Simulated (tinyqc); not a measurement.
# Undoped symmetric double-gate MOSFET, analytic potential model: effect of the temperature

An undoped body of thickness ts between two equal insulators and tied gates; long channel, electrons only, n = ni exp((psi - V)/Vt) with V the quasi-Fermi potential (0 at the source, Vd at the drain), constant mobility, no quantisation. Across the body psi(x) = V - 2 Vt ln[(ts/(2 beta)) sqrt(q ni/(2 eps0 eps_r Vt)) cos(2 beta x/ts)], x from the centre. Q is the electron charge per area of the whole body.

Nc and Nv are given at 400 K and scale as (T/400 K)^1.5; Eg and mu are held fixed. ni = sqrt(Nc Nv) exp(-Eg/(2 Vt)), Eg in volts; r = eps_r tox/(eox ts); V0 = dphi + 2 Vt ln[(2/ts) sqrt(2 eps0 eps_r Vt/(q ni))]. beta (between 0 and pi/2) solves (Vg - V0 - V)/(2 Vt) = ln(beta) - ln(cos beta) + 2 r beta tan(beta). Q = 8 eps0 eps_r Vt beta tan(beta)/ts; I = mu (1/L)(4 eps0 eps_r/ts)(2 Vt)^2 [g(beta_s) - g(beta_d)] per width, g = beta tan(beta) - beta^2/2 + r beta^2 tan^2(beta), with beta_s at V = 0 and beta_d at V = Vd.  I(low) is taken at Vg = 0.15 V, Qs and I(high) at Vg = 0.9 V.

Values chosen for this exercise; material values close to those of silicon:
```
symbol,value,unit,meaning
Eg,1.11,eV,band gap
eps_r,11.6,,relative permittivity of the semiconductor
Nc,4.33e19,cm^-3,conduction-band density of states at the reference temperature
Nv,4.02e19,cm^-3,valence-band density of states at the reference temperature
eox,24.3,,relative permittivity of the gate insulator
tox,13,nm,insulator thickness
ts,8,nm,body thickness
dphi,-0.06,V,gate work function less that of the intrinsic body
mu,180,cm^2/(V s),channel mobility
L,2,um,gate length
Vd,0.8,V,drain voltage
```

Constants: q = 1.602176634e-19 C, kB = 1.380649e-23 J/K, Vt = kB T/q, eps0 = 8.8541878128e-14 F/cm where lengths are in cm. Results are converted to the units shown.

Result of one run:
```
V0 (V)	I(low) (nA/um)	Qs(high) (nC/cm^2)	I(high) (uA/um)
0.4338	0.004196	1276	26.75
```

Which temperature T gave this result: 220, 280, 310, 370 or 430 K?

T = 280 K.

The whole series:
```
T (K)	V0 (V)	I(low) (nA/um)	Qs(high) (nC/cm^2)	I(high) (uA/um)
220	0.4492	4.650e-5	1256	25.10
250	0.4416	5.684e-4	1265	25.89
280	0.4338	0.004196	1276	26.75
310	0.4259	0.02159	1289	27.68
340	0.4178	0.08500	1304	28.67
370	0.4097	0.2727	1319	29.71
400	0.4014	0.7455	1336	30.82
430	0.3931	1.793	1353	31.97
```

As T goes from 220 to 430 K, I(low) rises from 4.65e-5 to 1.79 nA/um and I(high) rises from 25.1 to 32.0 uA/um. V0 falls from 0.449 to 0.393 V. In every row the surface density at the source at the higher gate voltage passes 0.3 Nc, where Boltzmann statistics fail. In every row the mobility is held fixed, though a real one changes with T.

Computed by the program tinyqc: `OMP_NUM_THREADS=1 python tinyqc.py 2440043 2440044 out.jsonl`, one thread of a shared Intel Xeon 2.30GHz, about 0.01 s for the whole run.
